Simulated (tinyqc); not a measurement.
Inside a calculation. Model: carrier lifetime of a p-type layer with SRH, radiative, Auger and surface recombination.

Computed by the program tinyqc: `OMP_NUM_THREADS=1 python tinyqc.py 2300013 2300014 out.jsonl`, one thread of a shared Intel Xeon 2.30GHz, about 0.01 s for the whole run. Printed values are rounded.

Uniform excess density dn = dp (no trapping), n = n0 + dn, p = p0 + dn, Boltzmann statistics, full ionisation. Surfaces enter as a rate 2 S dn/d, which holds while diffusion to them is fast.

Parameters, values chosen for the exercise; band and dielectric values close to those of silicon:
```
symbol,value,unit,meaning
T,300,K,temperature
Eg,1.13,eV,band gap
Nc,2.82e19,cm^-3,conduction-band density of states at T
Nv,2.68e19,cm^-3,valence-band density of states at T
B,4.7e-15,cm^3/s,radiative coefficient
N,2.2e16,cm^-3,acceptor density
Cn,3.3e-31,cm^6/s,Auger coefficient (two electrons)
Cp,1.2e-31,cm^6/s,Auger coefficient (two holes)
Nt,1.2e11,cm^-3,trap density
sn,7e-14,cm^2,capture cross-section for electrons
sp,8e-15,cm^2,capture cross-section for holes
vth,1.2e7,cm/s,thermal velocity (both carriers)
Et,0.38,eV,trap level below the conduction band
S,1000,cm/s,surface recombination velocity (both faces)
d,20,um,sample thickness
G,8e21,cm^-3 s^-1,generation rate
```

Constants: q = 1.602176634e-19 C, kB = 1.380649e-23 J/K, Vt = kB T/q. Results are converted to the units shown.

## Equilibrium densities and SRH constants

ni = sqrt(Nc Nv) exp(-Eg/(2 Vt)), Eg in volts; majority density N/2 + sqrt(N^2/4 + ni^2), n0 p0 = ni^2; n1 = Nc exp(-Et/Vt), p1 = Nv exp((Et - Eg)/Vt); tn0 = 1/(sn vth Nt), tp0 = 1/(sp vth Nt).

ni = 8.86359e9 cm^-3
n0 = 3571.06 cm^-3
p0 = 2.2e16 cm^-3
n1 = 1.16555e13 cm^-3
p1 = 6.74046e6 cm^-3
tn0 = 9.92063e-6 s
tp0 = 8.68056e-5 s

## Starting value

dn = 2e17 cm^-3.

dn at the start = 2e17 cm^-3

## Iteration 1: new dn

With e = n p - ni^2 = dn (n0 + p0 + dn): U_SRH = e/(tp0 (n + n1) + tn0 (p + p1)), U_rad = B e, U_Aug = (Cn n + Cp p) e, U_s = 2 S dn/d. Newton step on ln U(ln dn) = ln G, U the sum: k = d ln U/d ln dn (central difference over factors 1.0001), dn(new) = dn (G/U)^(1/k).

U_SRH = 2.26942e21 cm^-3 s^-1
U_rad = 2.08680e20 cm^-3 s^-1
U_Aug = 4.11322e21 cm^-3 s^-1
U_s = 2e23 cm^-3 s^-1
k = 1.03722
dn after iteration 1 = 8.70327e15 cm^-3

## Iteration 2: new dn

As before.

U_SRH = 2.51832e20 cm^-3 s^-1
U_rad = 1.25593e18 cm^-3 s^-1
U_Aug = 1.75201e18 cm^-3 s^-1
U_s = 8.70327e21 cm^-3 s^-1
k = 0.985878
dn after iteration 2 = 7.75983e15 cm^-3

## Course of the iteration

Stop when the step is below 1e-10 of the value, or after 40 iterations.

Course of the iteration:
```
iteration  dn before the step (cm^-3)  step (cm^-3)
1                                2e17      -1.91e17
2                          8.70327e15      -9.43e14
3                          7.75983e15      -4.39e11
4                          7.75939e15       -1.05e5
```

Converged in 4 iterations.

## Lifetime, shares and quasi-Fermi splitting

converged dn = 7.75939e15 cm^-3

With e = n p - ni^2 = dn (n0 + p0 + dn): U_SRH = e/(tp0 (n + n1) + tn0 (p + p1)), U_rad = B e, U_Aug = (Cn n + Cp p) e, U_s = 2 S dn/d. tau = dn/U, shares of U, splitting Vt ln(n p/ni^2), radiative efficiency U_rad/U.

tau = 9.69924e-7 s
shares (%): SRH 2.9763, radiative 0.0136, Auger 0.0177, surface 96.9924
quasi-Fermi splitting = 0.742189 V

Surface recombination takes the largest share. dn is 0.35 times the doping: intermediate injection.
